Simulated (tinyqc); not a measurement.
Lateral drift layer with reduced surface field (RESURF), charge-sharing estimate: one step of the calculation.

A thin n layer of doping N and thickness t on a p substrate, between a p+ body and an n+ drain a distance Ld apart. The vertical junction depletes the share eta of the layer, which lowers the charge that the lateral junction sees to (1 - eta) N. Constant Ec; a one-dimensional estimate of a two-dimensional field.

Problem. Surface breakdown voltage. eta = c sqrt(V); V(new) = V0/(1 - eta).

V at the start = 20.9 V
V0 = 20.867495 V
c = 0.063765208 V^-0.5

Find: eta; V after iteration 1.

Solution.

eta = 0.29151
V after iteration 1 = 29.454 V

tinyqc, about 0.01 s, one thread, Intel Xeon 2.30GHz (shared host): `OMP_NUM_THREADS=1 python tinyqc.py 2590048 2590049 out.jsonl`
